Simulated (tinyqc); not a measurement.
## p-type polysilicon, carrier trapping at grain boundaries: effect of the grain size

One-dimensional grains of size Lg, uniform ionised doping N, monovalent traps Qt at each boundary at a depth Et below (for electrons) or above (for holes) the band edge there, abrupt depletion of width W on each side of a boundary, Boltzmann statistics. xi is the distance from the band edge at the grain centre to the Fermi level. Trapped charge Qt/(1 + exp((xi + VB - Et)/Vt)) = 2 N W, barrier VB = q N W^2/(2 eps0 eps_r).

If the trap equation with xi = Vt ln(NB/N) has a root W < Lg/2, the grain is partly depleted; otherwise W = Lg/2 and the trap equation gives xi = Et - VB + Vt ln(Qt/(N Lg) - 1). N* = Qt/Lg. n0 = NB exp(-xi/Vt); mean density n0 (1 - 2 W/Lg) by charge balance in a partly depleted grain, and n0 (sqrt(pi)/2) erf(u)/u with u = sqrt(VB/Vt) in a fully depleted one; v = sqrt(kB T/(2 pi ms m0)); barrier resistivity Vt exp(VB/Vt)/(q fe n0 v Lg); grain resistivity (1 - 2 W/Lg)/(q n0 mug); effective mobility 1/(q mean density total resistivity). Rows with xi above 0.45 V, towards mid-gap, are left out, since the other carrier type is ignored.

Inputs (values chosen for the exercise); values of the order met in polycrystalline silicon: temperature T = 300 K; relative permittivity eps_r = 11.7; valence-band density of states at T NB = 2.65e19 cm^-3; trap density of a grain boundary Qt = 1.2e12 cm^-2; depth of the trap level from the majority band edge at the boundary Et = 0.36 eV; mass for thermionic emission ms = 0.34 m0; correction factor of the emission rate fe = 0.12; mobility inside the grains mug = 44 cm^2/(V s); doping N = 2.8e18 cm^-3.

Constants: q = 1.602176634e-19 C, kB = 1.380649e-23 J/K, m0 = 9.1093837015e-31 kg, Vt = kB T/q, eps0 = 8.8541878128e-14 F/cm where lengths are in cm. Results are converted to the units shown.

The same in every row: VB (V) = 0.009942; xi (V) = 0.05810.

Effect of the grain size:

| Lg (nm) | N/N* | depleted share 2 W/Lg | mean density (cm^-3) | resistivity (ohm cm) | effective mobility (cm^2/(V s)) |
|---|---|---|---|---|---|
| 10 | 2.333 | 0.4286 | 1.600e18 | 0.1819 | 21.45 |
| 17 | 3.967 | 0.2521 | 2.094e18 | 0.1278 | 23.31 |
| 31 | 7.233 | 0.1382 | 2.413e18 | 0.09298 | 27.82 |
| 53 | 12.37 | 0.08086 | 2.574e18 | 0.07542 | 32.16 |
| 94 | 21.93 | 0.04559 | 2.672e18 | 0.06462 | 36.14 |
| 160 | 37.33 | 0.02679 | 2.725e18 | 0.05886 | 38.91 |
| 290 | 67.67 | 0.01478 | 2.759e18 | 0.05519 | 41.00 |
| 500 | 116.7 | 0.008571 | 2.776e18 | 0.05329 | 42.19 |

What does the comparison show?

As Lg goes from 10 to 500, VB stays at 0.00994 V, the resistivity falls from 0.182 to 0.0533 ohm cm and the effective mobility rises from 21.5 to 42.2 cm^2/(V s). In every row xi is under 2.5 Vt, where Boltzmann statistics begin to fail. In every row VB is below Vt, where abrupt depletion and thermionic emission are rough. For Lg = 10 the grain is near the changeover between partial and full depletion, within a few Debye lengths, where both limits are rough.

tinyqc, about 0.01 s, one thread, Intel Xeon 2.30GHz (shared host): `OMP_NUM_THREADS=1 python tinyqc.py 2830193 2830194 out.jsonl`
